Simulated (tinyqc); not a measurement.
# Phonon and roughness prefactors from two fields

Inverse problem. At 300 K and high field 1/mu = E^(1/3)/Ap + E^gs/As, E in MV/cm. Find Ap and As.

Values chosen for this exercise:
- gs = 2 (exponent of the roughness term)

mu at E = 0.56 and 1.05 MV/cm (cm^2/(V s)): 427.74957  260.17423

Solution. Two linear equations in 1/Ap and 1/As.

Ap = 430.0 cm^2/(V s)
As = 745.0 cm^2/(V s)

Numbers from tinyqc (`OMP_NUM_THREADS=1 python tinyqc.py 2510129 2510130 out.jsonl`; about 0.01 s on one thread of a shared Intel Xeon 2.30GHz).
